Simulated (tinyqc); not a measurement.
Three voltage laws: time-dependent dielectric breakdown: cell percolation, Weibull statistics, area scaling and voltage extrapolation. Computed by tinyqc, a small Python program. Command: `OMP_NUM_THREADS=1 python tinyqc.py 3024681 3024682 out.jsonl tddb walk`. One thread of a shared host (Intel(R) Xeon(R) Processor @ 2.30GHz), about 0.01 s of CPU time with the checks.

The oxide is divided into columns of area a^2, each holding m = t_ox/a cells (m is taken as continuous). A share lambda(t) = (t/t_1)^alpha of the cells is defective, and a column whose cells are all defective breaks down.

Inputs (values chosen for the exercise, for a model gate oxide):
```
quantity                                                   value  unit
oxide thickness t_ox                                         2.5    nm
defect cell size a                                           1.2    nm
exponent alpha of defect growth                              0.9     -
time t_1 at which the occupied share would reach 1       7.7e+06     s
test area A                                                    4  um^2
product area A_u                                          900000  um^2
stress voltage V                                            3.06     V
use voltage V_u                                              1.8     V
local exponent n = -d ln t/d ln V at the stress voltage       45     -
activation energy E_a                                       0.41    eV
stress temperature T                                         150     C
use temperature T_u                                          100     C
allowed failure fraction F                                 1e-06     -
```

Voltage law used: E.

Constants: k_B = 8.617333262e-05 eV/K.

Method:
- Failure fraction F = 1 - (1 - lambda^m)^N with N = A/a^2 columns, which for small lambda^m is 1 - exp(-(t/t63)^beta) with beta = alpha m and t63 = t_1 N^(-1/beta); critical share lambda(t63) = N^(-1/m). 1 um^2 = 1e6 nm^2.
- All three voltage laws share the slope n at the stress voltage. Factor t(V_u)/t(V): E law exp(n (1 - V_u/V)); 1/E law exp(n (V/V_u - 1)); power law (V/V_u)^n.
- Temperatures in kelvin are T(C) + 273.15.
- Temperature factor exp[(E_a/k_B)(1/T_u - 1/T)]; area factor (A/A_u)^(1/beta); percentile factor (-ln(1 - F))^(1/beta); life = t63 x all four; 1 year = 3.15576e7 s.
- Life = t63 x voltage, temperature, area and percentile factors, the last three as above.

projected life = 0.0396085 years

voltage factor = 1.11486e+08

Log10 of the life in years:
```
V_u/V  V_u (V)    E law  1/E law  power law
1.00     3.060  -9.4494   -9.449    -9.4494
0.95     2.907  -8.4723   -8.421    -8.4470
0.90     2.754  -7.4951   -7.278    -7.3903
0.80     2.448  -5.5408   -4.564    -5.0885
0.70     2.142  -3.5865   -1.074    -2.4788
0.60     1.836  -1.6321    3.579     0.5338
0.50     1.530   0.3222   10.094     4.0969
0.40     1.224   2.2765   19.865     8.4579
```

What follows from these numbers?

At V_u/V = 0.9 the laws differ by 0.22 decades at most, and at 0.5 by 9.8. The E law is the most cautious and the 1/E law the most hopeful. Ten years are reached at V_u/V = 0.465 (E), 0.652 (1/E), 0.586 (power). Caution: t_1 is an input here; in a real oxide it changes with thickness at fixed voltage. Caution: the rows at low voltage extrapolate over many decades and cannot be tested.
